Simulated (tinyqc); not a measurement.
Band offset from the macroscopic average of a supercell potential: sweeps and comparisons. A value that a table varies takes the place of the one given here.

A model of the planar-averaged electrostatic energy of an electron in a periodic cell of N1 periods of A (L1 = N1 n1 h) and N2 periods of B (L2 = N2 n2 h), on z_j = j h: V(z) = f VA + (1 - f) VB + F t(z), VA = V1[0] + V1[1] cos(2 pi z/(n1 h)) + V1[2] cos(4 pi z/(n1 h)), VB the same with V2, n2 and z - L1. f = [tanh(z/w) - tanh((z - L1)/w) + tanh((z - L1 - L2)/w)]/2 + 1/2; t(z) = z - L1/2 in A and (L1/L2)(L1 + L2/2 - z) beyond, so that the cell is periodic.

Running mean over n points, periodic: for odd n the plain mean of the n points centred on j; for even n the n + 1 points with half weight at both ends. The macroscopic average applies the mean over n1 points and then over n2 points.

dEv = Ev(A) - Ev(B) = Ev1 - (dV + Ev2); dEc = Ec(B) - Ec(A) = Eg2 - Eg1 - dEv. The correction of a gap, c = Eg[1] - Eg[0], lowers the valence top by fv c and leaves dV, a ground-state quantity, as it is. Type I: dEv and dEc of one sign; II: opposite signs; III: no overlap of the gaps.

Inputs chosen for the exercise (gaps near those of GaN and AlN; the results hold for these values, not for the real material):
```
symbol  value                 unit         meaning
h       0.35                  angstrom     grid step
n1      5                                  grid points per period of A
n2      7                                  grid points per period of B
V1      (-8.06, 2.83, -0.27)  eV           mean and two harmonics of the potential in A
V2      (-5.95, 1.53, -0.78)  eV           the same in B
w       0.5                   angstrom     width of the interfaces
N1      5                                  periods of A
N2      5                                  periods of B
F       0                     eV/angstrom  slope in A from opposite charges on the two interfaces
Ev1     6.28                  eV           valence top of bulk A above its mean potential
Eg1     (1.86, 3.45)          eV           gap of A: semi-local value, corrected value
Ev2     3.7                   eV           valence top of bulk B above its mean potential
Eg2     (4.09, 6.42)          eV           gap of B: semi-local value, corrected value
```

## How thick the regions must be

N1 = N2 = N, no slope (F = 0); dV is read at j = floor(N n1/2) and N n1 + floor(N n2/2). The exact value is V2[0] - V1[0].

Results:
```
N  L1 (angstrom)  dV (eV)  error (meV)
1           1.75   0.8176     -1292.41
2           3.50   2.0167       -93.29
3           5.25   2.0960       -13.98
4           7.00   2.1099        -0.13
5           8.75   2.1100        -0.01
6          10.50   2.1100         0.00
```

The error is below 10 meV from N = 4 on. The two windows together span 4.20 angstrom and must fit between the interface tails, which fall as exp(-2 z/w); the errors at N = 2, 3 and 4 are -93.29, -13.98 and -0.13 meV.

## The choice of windows

dV read at j = 12 and 42 after means over the numbers of points listed; ripple is the spread over the five points around each.

Results:
```
windows  dV (eV)  ripple in A (meV)  ripple in B (meV)
none       2.618               4933               2992
5 only     1.734                  0                676
7 only     1.588               1200                  0
6 only     1.649                700                282
6, 8       2.188                114                 45
5, 7       2.110                  0                  0
```

Which rows can be used, and how does a wrong window show?

The last row matches both periods and lies 0 meV from the value of a thick cell, V2[0] - V1[0] = 2.110 eV. Against it the raw potential errs by +0.51 eV. No other row is within 20 meV of it. A window one point too long leaves a ripple of 700 meV in A, against 0 meV in the last row: the ripple is the sign to look for. Rows to use, with under 30 meV of ripple in both regions once the tilt is taken off: 5, 7. A row with a large ripple can hit the right value only by chance.

## Where the gap correction goes

dV = B - A = 2.1100 eV

fv1 and fv2 are varied.

Offsets (eV):
```
fv1  fv2     dEv    dEc
0.0  0.0   0.470  2.500
0.5  0.5   0.840  2.130
1.0  1.0   1.210  1.760
0.0  1.0   2.800  0.170
1.0  0.0  -1.120  4.090
0.3  0.7   1.624  1.346
```

dEv + dEc = 2.970 eV in every row, but dEv alone spans 3.92 eV, the sum of the two corrections. A scissor on the conduction bands alone (first row) keeps the semi-local dEv; with equal shares fv the shift is fv times the difference of the corrections, +0.74 eV, against their sum of 3.92 eV: most of the error cancels if the shares are alike.

Run: tinyqc, `OMP_NUM_THREADS=1 python tinyqc.py 1851011 1851012 out.jsonl`; Intel(R) Xeon(R) Processor @ 2.30GHz, one thread, shared host; about 0.01 s of CPU time with all checks.
